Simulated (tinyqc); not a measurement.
Band offset from the macroscopic average of a supercell potential: one step. The potential line-up.

Inputs chosen for the exercise (out of a larger set: gaps near those of GaAs and AlAs; not measured data): h = 0.35 angstrom (grid step).

macroscopic average (eV): -6.82000  -6.35204  -5.93561  -5.68787  -5.61072  -5.59160  -5.58268  -5.58027  -5.58001  -5.58000  -5.58000  -5.58000  -5.58000  -5.58000  -5.58000  -5.58000  -5.58000  -5.58001  -5.58027  -5.58268  -5.59160  -5.61072  -5.68787  -5.93561  -6.35204  -6.82000  -7.28796  -7.70439  -7.95213  -8.02928  -8.04840  -8.05732  -8.05973  -8.05999  -8.06000  -8.06000  -8.06000  -8.05999  -8.05973  -8.05732  -8.04840  -8.02928  -7.95213  -7.70439  -7.28796

Problem. Read the macroscopic average in the middle of each region, j = 12 and j = 35, and its slope in A by a central difference over two points each way.

Give: plateau in A; plateau in B; dV = B - A; slope in A.

Solution.

plateau in A = -5.580 eV
plateau in B = -8.060 eV
dV = B - A = -2.480 eV
slope in A = 0.000 eV/angstrom

The plateaus are flat, so the line-up is well defined.

tinyqc: `OMP_NUM_THREADS=1 python tinyqc.py 1850301 1850302 out.jsonl`; about 0.01 s, one thread, shared Intel(R) Xeon(R) Processor @ 2.30GHz.
